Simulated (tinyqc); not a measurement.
From results back to parameters: trap in a gate oxide as a short-range spherical well. Two cases, with inputs chosen for the exercise.

Problem. In the Lucovsky model sigma goes as (h nu - Et)^(3/2)/(h nu)^3. The ratio of the cross-sections at h1 and h2 was computed from a hidden Et.

Case 1.

Values chosen (out of a larger set: near those of SiO2 on 4H SiC; not measured data): h1 = 3.524 eV (first photon energy); h2 = 6.419 eV (second photon energy).

sigma(h1)/sigma(h2) = 0.602200

Case 2.

Values chosen (out of a larger set: near those of SiO2 on 4H SiC; not measured data): h1 = 3.382 eV (first photon energy); h2 = 5.666 eV (second photon energy).

sigma(h1)/sigma(h2) = 0.283853

Find: Et.

Solution. y = [ratio (h1/h2)^3]^(2/3), and Et = (h1 - y h2)/(1 - y): the plot of (sigma (h nu)^3)^(2/3) against h nu is a line through Et.

Case 1.

Et = 2.731 eV

Case 2.

Et = 2.967 eV

Computed by tinyqc, one run a case: `OMP_NUM_THREADS=1 python tinyqc.py N N+1 out.jsonl` with N = 1252779, 1280089; one thread of a shared Intel(R) Xeon(R) Processor @ 2.30GHz, about 0.01 s a run at most.
